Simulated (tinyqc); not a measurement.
Inside a calculation (part 1 of 2). Method: UHF in the 3-21g basis, for H3, spin multiplicity 2. Computed by tinyqc, a small Python program that keeps every step (integrals from PySCF). Settings: charge = 0, multiplicity = 2, basis = 3-21g, energy threshold = 1e-08, iteration cap = 88, orthogonalisation = symmetric, start = core, DIIS depth = 0, damping = 0.7, method = UHF. Command: `OMP_NUM_THREADS=1 python tinyqc.py 25063 25064 out.jsonl` (the two numbers bound the seeds that draw the settings). One thread of a shared host (Intel(R) Xeon(R) Processor @ 2.60GHz), about 0.09 s of CPU time with the checks. Later iterations appear only in the table of the cycle.

## One-electron integrals

Geometry (angstrom):
```
atom         x         y          z
H     0.000000  0.000000   0.000000
H     0.000000  0.000000   1.155000
H     0.000000  0.695000  -0.923000
```

Basis 3-21g: exponents (1/bohr^2) and contraction coefficients of normalised primitives:
```
element  l (shell)  exponent  coefficient
H            s (1)  5.447178     0.156285
H            s (1)  0.824547     0.904691
H            s (2)  0.183192     1.000000
```

Overlap, kinetic and nuclear-attraction integrals over the contracted functions; the nuclear repulsion is the sum of Za Zb / Rab.

nuclear repulsion = 1.15767208 hartree

overlap S, lower triangle:
```
          1H 1s     1H 2s     2H 1s     2H 2s     3H 1s     3H 2s
1H 1s  1.000000
1H 2s  0.645899  1.000000
2H 1s  0.120007  0.314290  1.000000
2H 2s  0.314290  0.646389  0.645899  1.000000
3H 1s  0.119838  0.314132  0.000698  0.048494  1.000000
3H 2s  0.314132  0.646193  0.048494  0.207958  0.645899  1.000000
```

kinetic energy T (hartree), lower triangle:
```
           1H 1s     1H 2s      2H 1s      2H 2s     3H 1s     3H 2s
1H 1s   1.549405
1H 2s   0.293152  0.274788
2H 1s  -0.058127  0.074004   1.549405
2H 2s   0.074004  0.125950   0.293152   0.274788
3H 1s  -0.058180  0.073920  -0.003211  -0.015909  1.549405
3H 2s   0.073920  0.125876  -0.015909  -0.002683  0.293152  0.274788
```

nuclear attraction V (hartree), lower triangle:
```
           1H 1s      1H 2s      2H 1s      2H 2s      3H 1s      3H 2s
1H 1s  -2.637027
1H 2s  -1.373323  -1.542674
2H 1s  -0.254131  -0.616468  -2.420559
2H 2s  -0.659078  -0.975051  -1.234032  -1.354305
3H 1s  -0.253716  -0.616093  -0.001472  -0.094075  -2.420400
3H 2s  -0.658711  -0.974710  -0.094087  -0.319697  -1.233932  -1.354197
```

core Hamiltonian H = T + V (hartree), lower triangle:
```
           1H 1s      1H 2s      2H 1s      2H 2s      3H 1s      3H 2s
1H 1s  -1.087623
1H 2s  -1.080171  -1.267886
2H 1s  -0.312258  -0.542463  -0.871155
2H 2s  -0.585074  -0.849101  -0.940881  -1.079517
3H 1s  -0.311896  -0.542174  -0.004683  -0.109984  -0.870996
3H 2s  -0.584792  -0.848834  -0.109996  -0.322379  -0.940780  -1.079409
```

## Two-electron integrals

Functions are numbered as in S; the eight-fold symmetry (ij|kl) = (ji|kl) = (kl|ij) leaves the list below.

Two-electron integrals (ij|kl) in chemists' order, unique and non-zero (hartree):
```
(11|11) 1.140145   (21|11) 0.611403   (21|21) 0.345152   (22|11) 0.626370
(22|21) 0.380329   (22|22) 0.482957   (31|11) 0.094773   (31|21) 0.056004
(31|22) 0.066244   (31|31) 0.014738   (32|11) 0.167907   (32|21) 0.105227
(32|22) 0.142216   (32|31) 0.030749   (32|32) 0.081141   (33|11) 0.456554
(33|21) 0.292358   (33|22) 0.418298   (33|31) 0.094773   (33|32) 0.287024
(33|33) 1.140145   (41|11) 0.287024   (41|21) 0.163351   (41|22) 0.182472
(41|31) 0.030749   (41|32) 0.059195   (41|33) 0.167907   (41|41) 0.081141
(42|11) 0.360272   (42|21) 0.221613   (42|22) 0.290887   (42|31) 0.047924
(42|32) 0.114161   (42|33) 0.360272   (42|41) 0.114161   (42|42) 0.201789
(43|11) 0.292358   (43|21) 0.186163   (43|22) 0.264090   (43|31) 0.056004
(43|32) 0.163351   (43|33) 0.611403   (43|41) 0.105227   (43|42) 0.221613
(43|43) 0.345152   (44|11) 0.418298   (44|21) 0.264090   (44|22) 0.372736
(44|31) 0.066244   (44|32) 0.182472   (44|33) 0.626370   (44|41) 0.142216
(44|42) 0.290887   (44|43) 0.380329   (44|44) 0.482957   (51|11) 0.094622
(51|21) 0.055916   (51|22) 0.066146   (51|31) 0.006969   (51|32) 0.013702
(51|33) 0.038434   (51|41) 0.023913   (51|42) 0.033397   (51|43) 0.024814
(51|44) 0.037818   (51|51) 0.014696   (52|11) 0.167777   (52|21) 0.105148
(52|22) 0.142122   (52|31) 0.013713   (52|32) 0.028903   (52|33) 0.083120
(52|41) 0.045199   (52|42) 0.070608   (52|43) 0.053680   (52|44) 0.082660
(52|51) 0.030688   (52|52) 0.081059   (53|11) 0.000651   (53|21) 0.000371
(53|22) 0.000411   (53|31) 0.000065   (53|32) 0.000121   (53|33) 0.000335
(53|41) 0.000181   (53|42) 0.000249   (53|43) 0.000213   (53|44) 0.000300
(53|51) 0.000064   (53|52) 0.000121   (53|53) 4.98e-07   (54|11) 0.029527
(54|21) 0.018185   (54|22) 0.023543   (54|31) 0.002420   (54|32) 0.004996
(54|33) 0.014240   (54|41) 0.007929   (54|42) 0.012051   (54|43) 0.009193
(54|44) 0.014061   (54|51) 0.004991   (54|52) 0.012118   (54|53) 0.000022
(54|54) 0.001907   (55|11) 0.456400   (55|21) 0.292265   (55|22) 0.418203
(55|31) 0.038484   (55|32) 0.083158   (55|33) 0.241507   (55|41) 0.125307
(55|42) 0.203874   (55|43) 0.155989   (55|44) 0.241217   (55|51) 0.094622
(55|52) 0.286873   (55|53) 0.000335   (55|54) 0.040510   (55|55) 1.140145
(61|11) 0.286873   (61|21) 0.163266   (61|22) 0.182379   (61|31) 0.023938
(61|32) 0.045208   (61|33) 0.125275   (61|41) 0.074546   (61|42) 0.100947
(61|43) 0.080369   (61|44) 0.117541   (61|51) 0.030688   (61|52) 0.059125
(61|53) 0.000181   (61|54) 0.010076   (61|55) 0.167777   (61|61) 0.081059
(62|11) 0.360134   (62|21) 0.221531   (62|22) 0.290785   (62|31) 0.033434
(62|32) 0.070627   (62|33) 0.203835   (62|41) 0.100962   (62|42) 0.159354
(62|43) 0.130727   (62|44) 0.194696   (62|51) 0.047841   (62|52) 0.114065
(62|53) 0.000249   (62|54) 0.018029   (62|55) 0.360134   (62|61) 0.114065
(62|62) 0.201666   (63|11) 0.029536   (63|21) 0.018189   (63|22) 0.023547
(63|31) 0.004999   (63|32) 0.012124   (63|33) 0.040510   (63|41) 0.010083
(63|42) 0.018035   (63|43) 0.023506   (63|44) 0.027153   (63|51) 0.002416
(63|52) 0.004993   (63|53) 0.000022   (63|54) 0.000875   (63|55) 0.014240
(63|61) 0.007927   (63|62) 0.012049   (63|63) 0.001907   (64|11) 0.124106
(64|21) 0.075774   (64|22) 0.097571   (64|31) 0.013769   (64|32) 0.030243
(64|33) 0.089952   (64|41) 0.036901   (64|42) 0.060489   (64|43) 0.056646
(64|44) 0.079338   (64|51) 0.013750   (64|52) 0.030229   (64|53) 0.000090
(64|54) 0.005082   (64|55) 0.089952   (64|61) 0.036884   (64|62) 0.060474
(64|63) 0.005082   (64|64) 0.020886   (65|11) 0.292265   (65|21) 0.186108
(65|22) 0.264035   (65|31) 0.024846   (65|32) 0.053705   (65|33) 0.155989
(65|41) 0.080390   (65|42) 0.130753   (65|43) 0.100750   (65|44) 0.155629
(65|51) 0.055916   (65|52) 0.163266   (65|53) 0.000213   (65|54) 0.023506
(65|55) 0.611403   (65|61) 0.105148   (65|62) 0.221531   (65|63) 0.009193
(65|64) 0.056646   (65|65) 0.345152   (66|11) 0.418203   (66|21) 0.264035
(66|22) 0.372676   (66|31) 0.037867   (66|32) 0.082698   (66|33) 0.241217
(66|41) 0.117578   (66|42) 0.194737   (66|43) 0.155629   (66|44) 0.238561
(66|51) 0.066146   (66|52) 0.182379   (66|53) 0.000300   (66|54) 0.027153
(66|55) 0.626370   (66|61) 0.142122   (66|62) 0.290785   (66|63) 0.014061
(66|64) 0.079338   (66|65) 0.380329   (66|66) 0.482957
```

## Orthogonalisation

S = U s U^T; symmetric (Loewdin) form X = U s^(-1/2) U^T, so that X^T S X = 1.

eigenvalues of S: 0.111663  0.289346  0.404122  0.902245  1.501999  2.790625

X, lower triangle:
```
           1H 1s      1H 2s      2H 1s     2H 2s      3H 1s     3H 2s
1H 1s   1.257916
1H 2s  -0.560778   2.019274
2H 1s   0.014901   0.006211   1.240849
2H 2s   0.051948  -0.663255  -0.481611  1.566685
3H 1s   0.014961   0.006227  -0.007512  0.032248   1.240851
3H 2s   0.051940  -0.663010   0.032272  0.139926  -0.481619  1.566453
```

## Starting guess

The start is the orbitals of the core Hamiltonian; D(s) = C_occ C_occ^T for each spin.

D(alpha) at the start, lower triangle:
```
          1H 1s     1H 2s      2H 1s      2H 2s     3H 1s     3H 2s
1H 1s  0.158674
1H 2s  0.188174  0.223159
2H 1s  0.071816  0.085093   0.149387
2H 2s  0.028091  0.033208   0.178150   0.239132
3H 1s  0.071747  0.085161  -0.084429  -0.152761  0.149362
3H 2s  0.028069  0.033393  -0.152752  -0.229219  0.178175  0.239182
```

D(beta) at the start, lower triangle:
```
          1H 1s     1H 2s     2H 1s     2H 2s     3H 1s     3H 2s
1H 1s  0.158674
1H 2s  0.188174  0.223159
2H 1s  0.071820  0.085173  0.032508
2H 2s  0.028097  0.033321  0.012717  0.004975
3H 1s  0.071743  0.085081  0.032473  0.012704  0.032438
3H 2s  0.028063  0.033281  0.012702  0.004969  0.012688  0.004963
```

## Iteration 1: building the Fock matrix

J_ij = sum D_kl (ij|kl) with D = D(alpha) + D(beta), K_ij = sum D_kl (ik|jl) for each spin; F = H + J - K(s); E = tr D H + tr D J / 2 - 0.5 sum_s tr D(s) K(s) + E_nn.

Coulomb J (hartree), lower triangle:
```
          1H 1s     1H 2s     2H 1s     2H 2s     3H 1s     3H 2s
1H 1s  1.951814
1H 2s  1.156191  1.432594
2H 1s  0.212401  0.479081  1.524297
2H 2s  0.558851  0.889570  0.921688  1.203252
3H 1s  0.212070  0.478759  0.001275  0.076988  1.523983
3H 2s  0.558550  0.889248  0.077001  0.295336  0.921514  1.203089
```

exchange K(alpha) (hartree), lower triangle:
```
          1H 1s     1H 2s      2H 1s     2H 2s     3H 1s     3H 2s
1H 1s  0.603373
1H 2s  0.511605  0.528875
2H 1s  0.198460  0.276467   0.557487
2H 2s  0.310616  0.360809   0.449842  0.440440
3H 1s  0.198270  0.276337  -0.043841  0.023263  0.557479
3H 2s  0.310465  0.360712   0.023265  0.107051  0.449844  0.440452
```

exchange K(beta) (hartree), lower triangle:
```
          1H 1s     1H 2s     2H 1s     2H 2s     3H 1s     3H 2s
1H 1s  0.593996
1H 2s  0.492058  0.468038
2H 1s  0.174830  0.189995  0.165307
2H 2s  0.291774  0.292173  0.168991  0.217171
3H 1s  0.174610  0.189761  0.050651  0.094361  0.164998
3H 2s  0.291595  0.291987  0.094414  0.162486  0.168725  0.216925
```

F(alpha) (hartree), lower triangle:
```
           1H 1s      1H 2s      2H 1s      2H 2s      3H 1s      3H 2s
1H 1s   0.260818
1H 2s  -0.435585  -0.364167
2H 1s  -0.298317  -0.339849   0.095655
2H 2s  -0.336839  -0.320340  -0.469035  -0.316705
3H 1s  -0.298096  -0.339751   0.040433  -0.056259   0.095509
3H 2s  -0.336707  -0.320298  -0.056259  -0.134094  -0.469110  -0.316772
```

F(beta) (hartree), lower triangle:
```
           1H 1s      1H 2s      2H 1s      2H 2s      3H 1s      3H 2s
1H 1s   0.270195
1H 2s  -0.416039  -0.303330
2H 1s  -0.274686  -0.253377   0.487835
2H 2s  -0.317997  -0.251704  -0.188184  -0.093436
3H 1s  -0.274436  -0.253175  -0.054059  -0.127358   0.487990
3H 2s  -0.317837  -0.251574  -0.127408  -0.189530  -0.187991  -0.093245
```

total energy of this density = -1.46524974 hartree

This density is the starting one.

## Iteration 1: diagonalisation and new density

Diagonalise F' = X^T F X, C = X C', fill 2 alpha and 1 beta electrons from the bottom; D(s) = C_occ C_occ^T; the new density keeps 0.7 of the old one (damping). Each column has its largest component positive (the first on a tie).

F' = X^T F X (alpha) (hartree), lower triangle:
```
           1          2          3          4          5         6
1   0.846996
2  -0.715620   0.397634
3  -0.129735  -0.145537   0.622913
4  -0.091286  -0.184184  -0.675457   0.231484
5  -0.129480  -0.145542   0.055473   0.070200   0.622744
6  -0.091276  -0.184169   0.070221  -0.016679  -0.675515  0.231370
```

orbital energies (alpha) (hartree): MO1 -0.559137, MO2 -0.354859, MO3 0.225565, MO4 1.089782, MO5 1.170321, MO6 1.381470

coefficients C (alpha):
```
            MO1        MO2        MO3        MO4        MO5        MO6
1H 1s  0.237147  -0.000112   0.189418   0.190991   0.000783  -1.331942
1H 2s  0.335767  -0.000106   1.471841   0.156011  -0.000939   1.722820
2H 1s  0.203979  -0.272456  -0.096813   0.888764   0.915152   0.142822
2H 2s  0.233153  -0.555893  -0.964245  -0.808554  -0.916789  -0.601888
3H 1s  0.204025   0.272487  -0.096787   0.889500  -0.914599   0.141712
3H 2s  0.233334   0.556033  -0.963646  -0.809222   0.916889  -0.600731
```

F' = X^T F X (beta) (hartree), lower triangle:
```
           1          2          3          4          5         6
1   0.850885
2  -0.713345   0.412861
3  -0.132601  -0.123620   0.941823
4  -0.094711  -0.178298  -0.527583   0.358821
5  -0.132326  -0.123560  -0.006053   0.014786   0.941866
6  -0.094683  -0.178226   0.014788  -0.069074  -0.527518  0.358830
```

orbital energies (beta) (hartree): MO1 -0.430164, MO2 0.086459, MO3 0.316580, MO4 1.203395, MO5 1.289338, MO6 1.399477

coefficients C (beta):
```
            MO1        MO2        MO3        MO4        MO5        MO6
1H 1s  0.268776  -0.000015   0.151102   0.407779  -0.001204  -1.281136
1H 2s  0.482786  -0.000004   1.458115  -0.214943   0.001767   1.692962
2H 1s  0.138559  -0.162767  -0.044649   0.869235  -0.940064   0.293324
2H 2s  0.163584  -0.659899  -1.059146  -0.612325   0.844054  -0.691585
3H 1s  0.138412   0.162828  -0.044619   0.868781   0.941142   0.291269
3H 2s  0.163427   0.660301  -1.058527  -0.611829  -0.845865  -0.689658
```

D(alpha) after iteration 1, lower triangle:
```
          1H 1s     1H 2s      2H 1s      2H 2s     3H 1s     3H 2s
1H 1s  0.127943
1H 2s  0.155610  0.190034
2H 1s  0.064792  0.080121   0.139322
2H 2s  0.036270  0.046749   0.184410   0.276406
3H 1s  0.064729  0.080155  -0.068887  -0.138104  0.139316
3H 2s  0.036230  0.046861  -0.138096  -0.236861  0.184458  0.276513
```

D(beta) after iteration 1, lower triangle:
```
          1H 1s     1H 2s     2H 1s     2H 2s     3H 1s     3H 2s
1H 1s  0.132744
1H 2s  0.170650  0.226136
2H 1s  0.061447  0.079689  0.028515
2H 2s  0.032858  0.047017  0.015702  0.011511
3H 1s  0.061380  0.079604  0.028484  0.015685  0.028454
3H 2s  0.032822  0.046966  0.015685  0.011499  0.015668  0.011487
```

## Iteration 2: building the Fock matrix

As before.

Coulomb J (hartree), lower triangle:
```
          1H 1s     1H 2s     2H 1s     2H 2s     3H 1s     3H 2s
1H 1s  1.883975
1H 2s  1.122708  1.407110
2H 1s  0.207998  0.474618  1.516965
2H 2s  0.543624  0.877510  0.917114  1.196456
3H 1s  0.207676  0.474307  0.001241  0.075999  1.516692
3H 2s  0.543332  0.877198  0.076011  0.290875  0.916962  1.196312
```

exchange K(alpha) (hartree), lower triangle:
```
          1H 1s     1H 2s      2H 1s     2H 2s     3H 1s     3H 2s
1H 1s  0.538510
1H 2s  0.473619  0.513543
2H 1s  0.193849  0.281421   0.563864
2H 2s  0.295124  0.361126   0.460811  0.453608
3H 1s  0.193658  0.281292  -0.036837  0.029023  0.563891
3H 2s  0.294970  0.361025   0.029027  0.110373  0.460833  0.453630
```

exchange K(beta) (hartree), lower triangle:
```
          1H 1s     1H 2s     2H 1s     2H 2s     3H 1s     3H 2s
1H 1s  0.555795
1H 2s  0.473400  0.465905
2H 1s  0.169903  0.190797  0.166272
2H 2s  0.284092  0.295097  0.172369  0.223678
3H 1s  0.169694  0.190568  0.051065  0.095771  0.165969
3H 2s  0.283919  0.294911  0.095821  0.166037  0.172104  0.223428
```

F(alpha) (hartree), lower triangle:
```
           1H 1s      1H 2s      2H 1s      2H 2s      3H 1s      3H 2s
1H 1s   0.257842
1H 2s  -0.431081  -0.374320
2H 1s  -0.298109  -0.349267   0.081946
2H 2s  -0.336574  -0.332717  -0.484577  -0.336669
3H 1s  -0.297878  -0.349158   0.033395  -0.063008   0.081805
3H 2s  -0.336429  -0.332661  -0.063012  -0.141877  -0.484651  -0.336727
```

F(beta) (hartree), lower triangle:
```
           1H 1s      1H 2s      2H 1s      2H 2s      3H 1s      3H 2s
1H 1s   0.240557
1H 2s  -0.430863  -0.326681
2H 1s  -0.274163  -0.258643   0.479538
2H 2s  -0.325542  -0.266688  -0.196135  -0.106740
3H 1s  -0.273914  -0.258434  -0.054507  -0.129755   0.479727
3H 2s  -0.325379  -0.266547  -0.129806  -0.197541  -0.195922  -0.106525
```

total energy of this density = -1.49164901 hartree

This density is a damped mixture and is not idempotent.

## Iteration 2: diagonalisation and new density

As before.

F' = X^T F X (alpha) (hartree), lower triangle:
```
           1          2          3          4          5         6
1   0.834356
2  -0.699598   0.387250
3  -0.127212  -0.147856   0.615449
4  -0.090549  -0.188897  -0.683247   0.216901
5  -0.126954  -0.147851   0.050342   0.067179   0.615289
6  -0.090529  -0.188871   0.067198  -0.017605  -0.683314  0.216792
```

orbital energies (alpha) (hartree): MO1 -0.575352, MO2 -0.368717, MO3 0.221297, MO4 1.085698, MO5 1.168195, MO6 1.354914

coefficients C (alpha):
```
            MO1        MO2        MO3        MO4        MO5        MO6
1H 1s  0.228589  -0.000108   0.195730   0.205918   0.000842  -1.330301
1H 2s  0.316095  -0.000115   1.473567   0.142211  -0.001066   1.726257
2H 1s  0.205986  -0.269747  -0.096232   0.887066   0.915833   0.151407
2H 2s  0.248179  -0.558585  -0.956194  -0.805066  -0.915003  -0.613513
3H 1s  0.206021   0.269791  -0.096202   0.887586  -0.915520   0.150188
3H 2s  0.248328   0.558752  -0.955580  -0.805516   0.915384  -0.612247
```

F' = X^T F X (beta) (hartree), lower triangle:
```
           1          2          3          4          5         6
1   0.817395
2  -0.708188   0.392070
3  -0.128403  -0.123495   0.935615
4  -0.096770  -0.184392  -0.530217   0.352570
5  -0.128135  -0.123435  -0.005755   0.014594   0.935693
6  -0.096742  -0.184319   0.014597  -0.070627  -0.530147  0.352598
```

orbital energies (beta) (hartree): MO1 -0.451431, MO2 0.079057, MO3 0.308595, MO4 1.196940, MO5 1.285563, MO6 1.367216

coefficients C (beta):
```
            MO1        MO2        MO3        MO4        MO5        MO6
1H 1s  0.269687  -0.000006   0.158266   0.457944  -0.001416  -1.263001
1H 2s  0.488484   0.000069   1.443353  -0.273299   0.002137   1.695560
2H 1s  0.134985  -0.164227  -0.050625   0.857879  -0.939545   0.326434
2H 2s  0.161422  -0.658635  -1.052369  -0.588426   0.844762  -0.722821
3H 1s  0.134835   0.164278  -0.050603   0.857098   0.941155   0.323898
3H 2s  0.161252   0.658949  -1.051818  -0.587630  -0.847196  -0.720449
```

D(alpha) after iteration 2, lower triangle:
```
          1H 1s     1H 2s      2H 1s      2H 2s     3H 1s     3H 2s
1H 1s  0.105236
1H 2s  0.130604  0.162998
2H 1s  0.059489  0.075627   0.132084
2H 2s  0.042426  0.056278   0.189626   0.305567
3H 1s  0.059430  0.075636  -0.057323  -0.126544  0.132091
3H 2s  0.042372  0.056332  -0.126538  -0.240947  0.189693  0.305720
```

D(beta) after iteration 2, lower triangle:
```
          1H 1s     1H 2s     2H 1s     2H 2s     3H 1s     3H 2s
1H 1s  0.114740
1H 2s  0.158977  0.229881
2H 1s  0.053934  0.075564  0.025427
2H 2s  0.036061  0.056568  0.017528  0.015875
3H 1s  0.053875  0.075482  0.025399  0.017509  0.025372
3H 2s  0.036021  0.056507  0.017509  0.015858  0.017490  0.015841
```
